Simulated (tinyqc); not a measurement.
Transfer-length model of a contact: one step of the calculation.

A metal contact of length d and width W on a thin layer of the same width. The metal has no resistance, the sheet resistance under it equals Rsh, and current enters the layer at the front edge x = 0.

Problem. Straight-line fit. Pairs of such contacts at gaps L have R_T = Rsh L/W + 2 Rc. The values of R_T were made from Rsh and rc with a random scatter of 1 % and are treated as data. Least squares: slope = sum (L - mean L)(R_T - mean R_T)/sum (L - mean L)^2, intercept = mean R_T - slope mean L. Rsh = slope W, Rc = intercept/2, and A = Rc/slope is half the distance from the origin to the zero of the line.

Inputs (values chosen for the exercise):

| symbol | value | unit | meaning |
|---|---|---|---|
| W | 0.51 | um | contact width |

```
gap  L (um)  R_T (ohm)
1      0.25     660.52
2      0.29     724.63
3      0.34      819.5
4       0.4     913.88
5      0.47     1021.8
6      0.56     1180.6
```

Give: slope; intercept; Rsh; Rc; A.

Solution.

slope = 1667 ohm/um
intercept = 245.0 ohm
Rsh = 850.2 ohm/sq
Rc = 122.5 ohm
A = 0.07348 um

Computed by the program tinyqc: `OMP_NUM_THREADS=1 python tinyqc.py 2760024 2760025 out.jsonl`, one thread of a shared Intel Xeon 2.30GHz, about 0.01 s for the whole run.
